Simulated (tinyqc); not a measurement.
Vertical double-diffused power MOSFET, components of the on-resistance: two steps of the calculation.

Stripe cells of pitch Wp + a, two channels a cell. Current flows through the channels, spreads in the accumulation layer, passes the gap between the p bodies and spreads at 45 degrees into the drift layer below them. Low drain voltage, full ionisation.

Parameters, values chosen for the exercise; bulk values close to those of silicon: temperature T = 300 K; relative permittivity eps_r = 11.4; critical-field constant Kc = 4060 V/cm per (cm^-3)^(1/8); rated breakdown voltage of the drift layer BV = 100 V; drift mobility at 300 K mud = 1230 cm^2/(V s); temperature exponent of the drift mobility bt = 2.2; gate oxide thickness (eps_r 3.9) tox = 95 nm; gate overdrive Vov = 9 V; channel mobility mch = 210 cm^2/(V s); accumulation-layer mobility mac = 600 cm^2/(V s); channel length Lc = 0.9 um; width of the p body in one cell, channels included Wp = 7.7 um; gap between neighbouring p bodies a = 3.9 um; depth of the p body xp = 1 um; doping of the gap over the drift doping Nj = 2; built-in voltage of the body junction Vbi = 0.784 V; substrate and contact resistance Rs = 0.12 mohm cm^2.

Constants: q = 1.602176634e-19 C, eps0 = 8.8541878128e-14 F/cm where lengths are in cm. Results are converted to the units shown.

Problem 1. Drift layer. Triangular field at breakdown with Ec = Kc N^(1/8): BV = eps0 eps_r Ec^2/(2 q N), so N = (eps0 eps_r Kc^2/(2 q BV))^(4/3); W = 2 BV/Ec; mu = mud (T/300 K)^(-bt); rho = 1/(q mu N); ideal resistance rho W.

Wanted: drift doping N; Ec; drift thickness W; electron mobility mu at T; drift resistivity rho; ideal resistance.

Solution 1.

drift doping N = 4.173e15 cm^-3
Ec = 0.3640 MV/cm
drift thickness W = 5.495 um
electron mobility mu at T = 1230 cm^2/(V s)
drift resistivity rho = 1.216 ohm cm
ideal resistance = 0.6681 mohm cm^2

Problem 2. Components of the on-resistance. Pitch p = Wp + a, Cox = 3.9 eps0/tox; zero-bias depletion in the gap w0 = sqrt(2 eps0 eps_r Vbi/(q N Nj)), open gap g = a - 2 w0; R_ch = Lc p/(2 mch Cox Vov); R_acc = 0.6 a p/(4 mac Cox Vov), 0.6 being an empirical factor for current leaving the layer along its length; R_gap = (rho/Nj) xp p/g; spreading depth t = min(W, (p - g)/2); R_drift = (rho p/2) ln((g + 2 t)/g) + rho (W - t); R_on = the sum with Rs.

drift doping N = 4.1733712e15 cm^-3
drift thickness W = 5.4946886 um
electron mobility mu at T = 1230 cm^2/(V s)
drift resistivity rho = 1.2158989 ohm cm

Wanted: w0; g; components; R_on; shares.

Solution 2.

w0 = 0.34402 um
g = 3.2120 um
components (mohm cm^2): channel 0.75983, accumulation 0.34572, gap 0.21956, drift 1.0637, substrate 0.12000
R_on = 2.5089 mohm cm^2
shares (%): channel 30.286, accumulation 13.780, gap 8.751, drift 42.399, substrate 4.783

The drift term is the largest. R_on is 3.76 times the ideal drift resistance rho W, and spreading raises the drift term to 1.59 times it.

Numbers from tinyqc (`OMP_NUM_THREADS=1 python tinyqc.py 2230130 2230131 out.jsonl`; about 0.01 s on one thread of a shared Intel Xeon 2.30GHz).
